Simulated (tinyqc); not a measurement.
Interband optics of a two-band s-p chain from momentum matrix elements: sweeps and comparisons. A value that a table varies takes the place of the one given here.

H(k) = [[Es - 2 ts cos ka, 2i V sin ka], [-2i V sin ka, Ep_ + 2 tp cos ka]] in the basis s, p; the lower band is full, with two electrons a cell. The velocity operator times hbar is W = dH/dk (eV angstrom); intra-atomic dipoles are left out.

With w(k) = |<c|W|v>|^2 and D(k) = Ec - Ev, on the mesh k_j = (j + 1/2)/N (2 pi/a): eps(E) = 1 + (8 pi e2/(a Ar)) mean_j (w/D^2) [1/(D - E - i eta) + 1/(D + E + i eta)], e2 = e^2/(4 pi eps0); light polarised along the chains, no local fields.

Constants: e^2/(4 pi eps0) = 14.39964547 eV angstrom; hbar^2/2m0 = 3.80998211 eV angstrom^2.

Parameters, chosen for this exercise:

| symbol | value | unit | meaning |
|---|---|---|---|
| a | 2.84 | angstrom | period |
| Es | 1.77 | eV | upper orbital (s) |
| Ep_ | -3.59 | eV | lower orbital (p) |
| ts | 0.65 | eV | s-s hopping |
| tp | 0.38 | eV | p-p hopping |
| V | 0.62 | eV | s-p hopping |
| Ar | 9.6 | angstrom^2 | cross-section per chain |
| eta | 0.1 | eV | Lorentzian half width |
| E | 6.44 | eV | photon energy |

## Joint density of states against eps2

Mesh of 2000 points. J(E) = mean of (eta/pi)/((E - D)^2 + eta^2). The fourth column is J times the constant (8 pi^2 e2/(a Ar)) mean(w/D^2). R = |(sqrt(eps) - 1)/(sqrt(eps) + 1)|^2.

Spectrum:

| E (eV) | J (1/eV) | eps2 | eps2 with constant element | eps1 | R |
|---|---|---|---|---|---|
| 2.70 | 0.014 | 0.389 | 0.141 | 4.517 | 0.131 |
| 3.18 | 0.102 | 3.991 | 1.047 | 9.002 | 0.277 |
| 3.67 | 0.205 | 4.834 | 2.096 | -2.363 | 0.444 |
| 4.15 | 0.160 | 1.379 | 1.633 | -1.344 | 0.461 |
| 4.63 | 0.149 | 0.391 | 1.520 | -0.260 | 0.388 |
| 5.12 | 0.150 | 0.144 | 1.530 | 0.542 | 0.025 |
| 5.60 | 0.159 | 0.229 | 1.627 | 1.109 | 0.004 |
| 6.09 | 0.179 | 0.537 | 1.835 | 1.536 | 0.022 |
| 6.57 | 0.219 | 1.108 | 2.245 | 1.834 | 0.054 |
| 7.05 | 0.324 | 2.394 | 3.310 | 1.847 | 0.126 |
| 7.54 | 0.174 | 1.533 | 1.784 | -2.323 | 0.595 |
| 8.02 | 0.021 | 0.170 | 0.218 | -0.473 | 0.721 |

Transitions span 3.300 to 7.420 eV. Among the energies listed J peaks at 7.05 eV and eps2 at 3.67 eV. The ratio of eps2 to the constant-element value is 2.31 at 3.67 eV and 0.72 at 7.05 eV: w/D^2 is 1.139 angstrom^2 at the zone centre and 0.225 at the edge.

## Mesh against broadening

eps2 at E for three widths, and eps(0) at eta = 0; the last row is the mesh of 2000 points.

Convergence:

| N | eta = 0.03 eV | eta = 0.1 eV | eta = 0.3 eV | eps(0) |
|---|---|---|---|---|
| 4 | 0.100 | 0.326 | 0.811 | 1.6695 |
| 8 | 0.754 | 1.629 | 1.384 | 2.4693 |
| 16 | 0.195 | 0.565 | 0.948 | 2.5489 |
| 32 | 1.590 | 1.095 | 0.996 | 2.5491 |
| 64 | 0.615 | 0.904 | 0.993 | 2.5491 |
| 128 | 0.954 | 0.916 | 0.993 | 2.5491 |
| 2000 | 0.871 | 0.915 | 0.993 | 2.5491 |

The first N from which eps2 stays within 2 % of the last row is above 128 for eta = 0.03, 64 for 0.1 and 32 for 0.3 eV; for eps(0) and 0.1 % it is 16. E lies inside the range of transitions, so as a rule the spacing of D between mesh points must fall below eta (less so where the weight w is small at E).

## Static constant against the gap

Es takes the values listed; mesh of 400 points; the Penn-type estimate is 1 + 8 pi c e2 n_eff/(a Ar Dm^2) with Dm the f-weighted mean of D, f = w/(c D), n_eff = 2 mean(f), c = hbar^2/2m0.

Results:

| Es (eV) | smallest D (eV) | Dm (eV) | n_eff | eps(0) | estimate |
|---|---|---|---|---|---|
| 1.47 | 3.000 | 4.998 | 0.640 | 2.934 | 2.295 |
| 1.77 | 3.300 | 5.302 | 0.604 | 2.549 | 2.087 |
| 2.27 | 3.800 | 5.807 | 0.553 | 2.112 | 1.829 |
| 2.77 | 4.300 | 6.312 | 0.510 | 1.828 | 1.647 |
| 3.77 | 5.300 | 7.319 | 0.441 | 1.499 | 1.416 |
| 4.77 | 6.300 | 8.324 | 0.388 | 1.326 | 1.283 |
| 6.77 | 8.300 | 10.331 | 0.314 | 1.163 | 1.149 |

eps(0) - 1 falls from 1.934 to 0.163, as Dm^-3.41; a fixed n_eff would give the power -2, and n_eff goes from 0.640 to 0.314. The single-gap estimate is low by 33.0 % of eps(0) - 1 in the first row and 8.6 % in the last, since 1/D^2 favours the smallest separations. n_eff need not equal the 2 electrons of the cell: a two-orbital basis with chosen hoppings does not obey the free-electron sum rule.

## What moves the optical response

Mesh of 400 points; n_eff = 2 mean(w/(c D)), c = hbar^2/2m0. Each row changes one parameter from the base and keeps the others.

Results:

| case | smallest D (eV) | largest D (eV) | n_eff | eps(0) |
|---|---|---|---|---|
| base | 3.300 | 7.420 | 0.604 | 2.549 |
| a = 2.982 angstrom | 3.300 | 7.420 | 0.666 | 2.627 |
| Es = 2.07 eV | 3.600 | 7.720 | 0.572 | 2.263 |
| ts = 0.78 eV | 3.040 | 7.680 | 0.616 | 2.783 |
| V = 0.682 eV | 3.300 | 7.420 | 0.719 | 2.829 |
| Ar = 10.56 angstrom^2 | 3.300 | 7.420 | 0.604 | 2.408 |

The largest shifts from the base row, up to three for each result and ties (the steps differ in size, so this ranks the rows, not the parameters). smallest D (eV): Es +0.300, ts -0.260; unchanged at the printed digits by a, V and Ar. largest D (eV): Es +0.300, ts +0.260; unchanged at the printed digits by a, V and Ar. n_eff: V +0.115, a +0.062, Es -0.032; unchanged at the printed digits by Ar. eps(0): Es -0.286, V +0.280, ts +0.234.

Run: tinyqc, `OMP_NUM_THREADS=1 python tinyqc.py 1682334 1682335 out.jsonl`; Intel(R) Xeon(R) Processor @ 2.30GHz, one thread, shared host; about 0.01 s of CPU time with all checks.
